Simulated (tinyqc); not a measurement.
# BCS gap equation with a constant attraction inside the Debye window, step by step

A worked calculation. Computed by tinyqc, a small Python program that keeps every step. Command: `OMP_NUM_THREADS=1 python tinyqc.py 3022993 3022994 out.jsonl bcs walk`. One thread of a shared host (Intel(R) Xeon(R) Processor @ 2.30GHz), about 0.01 s of CPU time with the checks. Intermediate numbers are printed to about 6 digits and carried at full precision; extremes and crossings named in words are read from the listed rows.

Pairs attract with strength V for |xi| < k_B Theta; N(0) is the density of states for one spin. Energies are given as temperatures (E/k_B, in K) unless marked.

Inputs (values chosen for the exercise, for a model metal):
```
quantity,value,unit
coupling N(0)V,0.547,-
Debye temperature Theta,607,K
temperature T,59.8,K
Fermi velocity v_F,1.8e+06,m/s
electron density n,10.3,1e28/m^3
mean free path l,260,nm
junction resistance R_n,3.2,kilo-ohm
```

Solver: bisection.

Constants: k_B = 8.617333262e-05 eV/K; hbar = 1.054571817e-34 J s; k_B = 1.380649e-23 J/K; m_0 = 9.1093837015e-31 kg; eps_0 = 8.8541878128e-12 F/m; c = 299792458 m/s; e = 1.602176634e-19 C; h = 6.62607015e-34 J s.

## Gap at zero temperature

At T = 0 the gap equation 1/(N(0)V) = int_0^Theta d xi/sqrt(xi^2 + Delta^2) has the integral arcsinh(Theta/Delta), so Delta_0 = Theta/sinh(1/(N(0)V)); weak coupling gives 2 Theta exp(-1/(N(0)V)).

Delta_0 = 200.275 K

weak-coupling Delta_0 = 195.102 K

Delta_0 in meV = 17.2583 meV

## Critical temperature

Gap equation: 1/(N(0)V) = I(Delta, T) = int_0^Theta tanh(E/2T)/E d xi, E = sqrt(xi^2 + Delta^2); 64 Gauss-Legendre points in y with xi = max(Delta, T) sinh(y). T_c solves I(0, T_c) = 1/(N(0)V); the weak-coupling form is T_c = (2 e^C/pi) Theta exp(-1/(N(0)V)) with Euler's C = 0.5772157, and 2 Delta_0/T_c then tends to 2 pi e^-C = 3.528.

T_c = 110.755 K

weak-coupling T_c = 110.610 K

2 Delta_0/T_c = 3.61655

T_c/Theta = 0.1825; the ratio lies +2.52 % from 3.528. Within this model the ratio cannot pass 4; larger values in real metals come from retardation, which it leaves out. Caution: at this coupling retardation and damping of the phonon exchange (Eliashberg theory) matter.

## One evaluation of the gap equation

Take Delta = Delta_0 as the trial; the fixed-point update is Delta(new) = N(0)V Delta I(Delta, T).

I(Delta_0, T) = 1.78276

updated Delta = 195.302 K

## Gap at temperature T

Residual r = N(0)V I - 1, with Delta_0 = Theta/sinh(1/(N(0)V)). Bisection between 0 and Delta_0. Stop when |r| < 1e-9 or after 40 steps.

Iterations:
```
step,Delta (K),residual r
1,100.137,2.03609e-01
2,150.206,8.76682e-02
3,175.240,3.01114e-02
4,187.757,2.25123e-03
5,194.016,-1.13926e-02
6,190.887,-4.59579e-03
7,189.322,-1.17847e-03
8,188.540,5.34846e-04
9,188.931,-3.22196e-04
...,...,...
18,188.783,7.78356e-07
19,188.784,-5.85064e-08
20,188.784,3.59925e-07
21,188.784,1.50709e-07
22,188.784,4.61013e-08
23,188.784,-6.20255e-09
24,188.784,1.99494e-08
25,188.784,6.87342e-09
26,188.784,3.35437e-10
```

converged (1 yes, 0 no) = 1

Delta(T) = 188.784 K

Converged in 26 steps: Delta(T)/Delta_0 = 0.9426 at T/T_c = 0.540.

## Lengths and fields

xi_0 = hbar v_F/(pi Delta_0); lambda_L = sqrt(m_0 eps_0 c^2/(n e^2)); N(0) = 3 n/(2 m_0 v_F^2) for one spin; condensation energy N(0) Delta_0^2/2 = B_c^2/(2 mu_0), mu_0 = 1/(eps_0 c^2); with scattering lambda = lambda_L sqrt(1 + xi_0/l) in the local limit (where xi_0 and l both exceed lambda, nonlocal response makes the true depth larger); Ginzburg-Landau kappa = 0.96 lambda_L/xi_0 + 0.72 lambda_L/l. Free-electron mass throughout; heavier carriers, as in niobium or vanadium, give a larger lambda_L and kappa and can make the metal type II.

coherence length xi_0 = 21.8519 nm

London depth lambda_L = 16.5581 nm

critical field B_c(0) = 709.188 mT

depth with scattering = 17.2399 nm

Ginzburg-Landau kappa = 0.773285

kappa exceeds 1/sqrt(2): type II, and the sample is clean, l well above xi_0.

## A tunnel junction of this metal

Ambegaokar-Baratoff: I_c R_n = (pi Delta/(2e)) tanh(Delta/2T); Josephson energy E_J = hbar I_c/(2e), given as E_J/h; inductance hbar/(2 e I_c); thermal quasiparticle fraction x = n_qp/(2 N(0) Delta) = sqrt(2 pi T/Delta) exp(-Delta/T), valid for T well below Delta.

I_c R_n = 23467.7 microvolt

critical current I_c = 7333.67 nA

E_J/h = 3642.51 GHz

Josephson inductance = 0.0448761 nH

quasiparticle fraction x = 0.0600378

## Gap and superfluid density against temperature

Interpolation tanh(1.74 sqrt(T_c/T - 1)); near T_c, 1.74 sqrt(1 - T/T_c). Clean-limit superfluid fraction 1 - (1/2T) int_0^(40 T) cosh^-2(E/2T) d xi (64 points); two-fluid rule 1 - (T/T_c)^4.

Reduced quantities:
```
T/T_c,Delta/Delta_0,tanh form,square-root form,superfluid fraction,two-fluid rule
0.10,1.000000,0.999942,1.65071,1.000000,0.999900
0.20,0.999897,0.998104,1.55630,0.999071,0.998400
0.30,0.997422,0.990221,1.45579,0.984105,0.991900
0.40,0.986101,0.972207,1.34780,0.934855,0.974400
0.50,0.959106,0.940227,1.23037,0.846464,0.937500
0.60,0.910502,0.889746,1.10047,0.723730,0.870400
0.70,0.833408,0.814110,0.95304,0.573026,0.759900
0.80,0.716314,0.701374,0.77815,0.399699,0.590400
0.90,0.531214,0.522665,0.55024,0.207734,0.343900
0.95,0.384185,0.379250,0.38908,0.105693,0.185494
0.98,0.246194,0.243575,0.24607,0.042700,0.077632
```

The tanh form misses the gap by at most about 0.021 (at T/T_c = 0.6); the square-root form is within 3 % only from T/T_c = 0.95. The gap keeps 99 % of Delta_0 up to T/T_c = 0.3, since quasiparticles are exponentially few. The two-fluid rule exceeds the BCS superfluid fraction most, by 0.19, at T/T_c = 0.8.
